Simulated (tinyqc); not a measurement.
Inside a calculation: deep level with several charge states, and Shockley-Read-Hall recombination. Values are carried at full precision from step to step, so a last printed digit may differ when a step is redone from the rounded ones.

Energies from Ev. The defect has charge states +1, 0, -1 with weights 1, gm exp((EF - E1)/kT), exp((2 EF - E1 - E2)/kT); the shares are the weights over their sum. Boltzmann carriers: n = Nc exp((EF - Eg)/kT), p = Nv exp(-EF/kT). Neutrality: p - n + Nd + Nt <q> = 0.

Constants: kB = 8.617333262e-05 eV/K.

Values chosen for the exercise (gap and densities of states near those of Si at this temperature; shifted at random, so the results belong to these values and not to a real crystal):

| symbol | value | unit | meaning |
|---|---|---|---|
| Eg | 1.114 | eV | gap |
| Nc | 3.44e+19 | 1/cm^3 | conduction-band density of states |
| Nv | 1.42e+19 | 1/cm^3 | valence-band density of states |
| T | 350 | K |  |
| E1 | 0.737 | eV | level (+1/0) above Ev |
| E2 | 0.556 | eV | level (0/-1) above Ev |
| gm | 2 |  | degeneracy of the middle state, the others 1 |
| Nt | 6.8e+14 | 1/cm^3 | defects |
| Nd | 5.8e+15 | 1/cm^3 | ionised shallow donors minus acceptors |
| E_try | 0.389 | eV | trial Fermi level |
| Et | 0.556 | eV | recombination level above Ev |
| sn | 7.5e-16 | cm^2 | electron capture cross-section |
| sp_ | 1.3e-15 | cm^2 | hole capture cross-section |
| vth | 14000000 | cm/s | thermal velocity, both carriers |
| Nm | 9.7e+16 | 1/cm^3 | equilibrium electrons for the lifetime steps |
| dn | 7.4e+14 | 1/cm^3 | excess pairs |

## Charge states at a trial Fermi level

Form the exponents, the shares, the mean charge and the residual of neutrality at EF = E_try.

exponents of the second and third weights: -11.538  -17.075

shares: +1 1.0000, 0 0.0000, -1 0.0000

<q> = 1.0000

n, p (1/cm^3): 1.25e+09  3.56e+13

residual = 6.52e+15 1/cm^3

The residual is positive, so EF must rise.

## The neutral state

Solve for EF.

EF = 0.8482 eV

shares at EF: +1 0.000, 0 0.000, -1 1.000

n = 5.12e+15 1/cm^3
p = 8.68e+06 1/cm^3

Without the defects the majority density would be 5.80e+15 1/cm^3; with them the density of these carriers is 5.12e+15, so they compensate part of the doping. Most defects are in the state -1. The level order is inverted (negative U), so the middle state is never the most common.

## Recombination through one level

One level at Et with degeneracy 1: tn = 1/(sn vth Nt), tp = 1/(sp_ vth Nt), n1 = Nc exp((Et - Eg)/kT), p1 = Nv exp(-Et/kT), ni^2 = n1 p1. Equilibrium n0 = Nm, p0 = ni^2/Nm; n = n0 + dn, p = p0 + dn. U = (n p - ni^2)/(tp (n + n1) + tn (p + p1)), lifetime dn/U; emission rates en = sn vth n1, ep = sp_ vth p1.

Evaluate each quantity.

tn, tp (microsecond): 0.1401  0.08080

n1, p1 (1/cm^3): 3.17e+11  1.40e+11

U = 9.04e+21 1/(cm^3 s)
lifetime = 0.0819 microsecond

The lifetime is 1.013 times the minority capture time tp and 0.371 times tn + tp, the limit of high injection.

## Emission and generation in a depleted region

With n = p = 0 the level generates pairs at G = Nt en ep/(en + ep); generation lifetime tg = ni/G; current density e G W for a width W = 1 micrometre, e = 1.602176634e-19 C.

en, ep (1/s): 3.33e+03  2.55e+03

G = 9.82e+17 1/(cm^3 s)
tg = 0.215 microsecond
current density = 1.57e-05 A/cm^2

The two emission rates are comparable (en/ep = 1.31), which is near the largest generation.

## Checks

- U against hole capture minus emission at the steady occupation of the level (1/(cm^3 s)): both 9.040e+21.

tinyqc: `OMP_NUM_THREADS=1 python tinyqc.py 1650803 1650804 out.jsonl`; about 0.01 s, one thread, shared Intel(R) Xeon(R) Processor @ 2.30GHz.
